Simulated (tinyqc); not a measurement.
Raising U: Hubbard chain of 3 sites, mean field against exact. Computed by the program tinyqc. Collinear unrestricted mean field (the lowest of 40 random starts) against exact diagonalisation.

one-body matrix (hopping and site energies) (eV):
```
         1        2        3
1   0.0000  -1.9600   0.0000
2  -1.9600   0.0000  -1.9600
3   0.0000  -1.9600   0.0000
```

electrons, up and down: 2  1

Exact and mean-field results (eV):
```
U          U/t   E exact  E mean field  mean |n_up - n_down|  double occupancy, exact  first gap in the sector
0.980    0.500  -4.96026      -4.93745                 0.367                    0.188                    2.635
1.960    1.000  -4.43654      -4.34804                 0.413                    0.168                    2.477
3.920    2.000  -3.56738      -3.26667                 0.556                    0.129                    2.133
5.880    3.000  -2.91129      -2.43591                 0.729                    0.096                    1.811
7.840    4.000  -2.42269      -1.89084                 0.837                    0.072                    1.542
11.760   6.000  -1.77720      -1.28749                 0.926                    0.042                    1.157
23.520  12.000  -0.95404      -0.65103                 0.981                    0.013                    0.632
39.200  20.000  -0.58222      -0.39151                 0.993                 4.85e-03                    0.387
```

Estimate the missing row, U = 15.68.

Computed row:
```
U         U/t   E exact  E mean field  mean |n_up - n_down|  double occupancy, exact  first gap in the sector
15.680  8.000  -1.38711      -0.97210                 0.958                    0.026                    0.912
```

In absolute terms mean field is worst at U/t = 4.0, 0.532 eV too high: at small U it is nearly exact, and at large U it misses only exchange-scale energies. Relative to the exact energy its error is 0.5 % at the smallest U, 33 % at most and 33 % at the largest. The double occupancy falls from 0.188 to 0.005; at the largest U the first gap is 0.99 times the exchange scale 4t^2/U.
